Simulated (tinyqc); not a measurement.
One-electron ion in a basis of Gaussians, step by step. Computed by tinyqc, a small Python program that keeps every step. Settings: Z = 1, l = 0. Command: `OMP_NUM_THREADS=1 python tinyqc.py 27949 27950 out.jsonl` (the two numbers bound the seeds that draw the settings). One thread of a shared host (Intel(R) Xeon(R) Processor @ 2.60GHz), about 0.01 s of CPU time with the checks.

## Matrices over normalised Gaussians

exponents of r^l exp(-a r^2) (1/bohr^2): 0.061980  0.103100  0.171700  0.285700  0.475400  0.791100  1.317000

Z = 1

l = 0

With p = a_i + a_j and I(k) = Gamma((k+1)/2) / (2 p^((k+1)/2)): S = I(2l+2), T = (2l+3) a_i a_j S / p, V = -Z I(2l+1), each divided by sqrt(S_ii S_jj).

S:
```
          1         2         3         4         5         6         7
1  1.000000  0.953095  0.829620  0.669725  0.510629  0.374044  0.266739
2  0.953095  1.000000  0.952887  0.829530  0.669620  0.510517  0.373852
3  0.829620  0.952887  1.000000  0.953040  0.829774  0.669872  0.510624
4  0.669725  0.829530  0.953040  1.000000  0.953036  0.829753  0.669713
5  0.510629  0.669620  0.829774  0.953036  1.000000  0.953027  0.829614
6  0.374044  0.510517  0.669872  0.829753  0.953027  1.000000  0.952952
7  0.266739  0.373852  0.510624  0.669713  0.829614  0.952952  1.000000
```

T (hartree):
```
          1         2         3         4         5         6         7
1  0.092970  0.110681  0.113345  0.102329  0.083996  0.064497  0.047368
2  0.110681  0.154650  0.184151  0.188537  0.170202  0.139697  0.107238
3  0.113345  0.184151  0.257550  0.306632  0.314007  0.283517  0.232687
4  0.102329  0.188537  0.306632  0.428550  0.510221  0.522488  0.471687
5  0.083996  0.170202  0.314007  0.510221  0.713100  0.849008  0.869376
6  0.064497  0.139697  0.283517  0.522488  0.849008  1.186650  1.412922
7  0.047368  0.107238  0.232687  0.471687  0.869376  1.412922  1.975500
```

V (hartree):
```
           1          2          3          4          5          6          7
1  -0.397279  -0.436957  -0.452527  -0.445596  -0.422378  -0.389828  -0.353444
2  -0.436957  -0.512389  -0.563644  -0.583647  -0.574692  -0.544732  -0.502706
3  -0.452527  -0.563644  -0.661234  -0.727301  -0.753183  -0.741678  -0.703007
4  -0.445596  -0.583647  -0.727301  -0.852953  -0.938178  -0.971564  -0.956687
5  -0.422378  -0.574692  -0.753183  -0.938178  -1.100271  -1.210216  -1.253282
6  -0.389828  -0.544732  -0.741678  -0.971564  -1.210216  -1.419338  -1.561247
7  -0.353444  -0.502706  -0.703007  -0.956687  -1.253282  -1.561247  -1.831315
```

## Generalised eigenproblem

H = T + V (hartree):
```
           1          2          3          4          5          6          7
1  -0.304309  -0.326276  -0.339183  -0.343267  -0.338383  -0.325331  -0.306075
2  -0.326276  -0.357739  -0.379493  -0.395110  -0.404490  -0.405035  -0.395469
3  -0.339183  -0.379493  -0.403684  -0.420670  -0.439176  -0.458161  -0.470321
4  -0.343267  -0.395110  -0.420670  -0.424403  -0.427957  -0.449075  -0.485000
5  -0.338383  -0.404490  -0.439176  -0.427957  -0.387171  -0.361208  -0.383906
6  -0.325331  -0.405035  -0.458161  -0.449075  -0.361208  -0.232688  -0.148325
7  -0.306075  -0.395469  -0.470321  -0.485000  -0.383906  -0.148325   0.144185
```

Solve H C = S C e through S^(-1/2); each column has its largest component positive (the first on a tie).

eigenvalues of S: 0.000034  0.000486  0.004655  0.036196  0.241658  1.356287  5.360684

eigenvalues (hartree): -0.492434  -0.107904  0.137470  0.633017  1.502563  3.239464  6.285796

coefficients:
```
           1          2           3           4           5           6           7
1   0.257469  -4.375332    8.262123    7.699771   -6.136560   -4.285413    3.069229
2  -0.482764   6.773822  -21.237995  -27.166206   26.080170   19.547926  -14.424502
3   1.496983  -5.467052   22.060593   39.442541  -50.688873  -43.831848   34.770547
4  -1.412846   3.518381  -14.544298  -29.351872   55.147157   60.524411  -55.708106
5   1.749436  -1.230566    7.956025   12.986132  -33.808874  -51.074831   61.665277
6  -0.982337   0.276045   -2.967882   -4.161373   11.754815   22.327084  -42.975012
7   0.508147   0.098152    0.766251    0.444182   -2.640508   -3.003958   13.944924
```

For Z = 1 and l = 0 the exact lowest level is -Z^2/(2 n^2) with n = l + 1: -0.500000 hartree. The basis is nearly linearly dependent, so rounded matrices do not reproduce these digits.
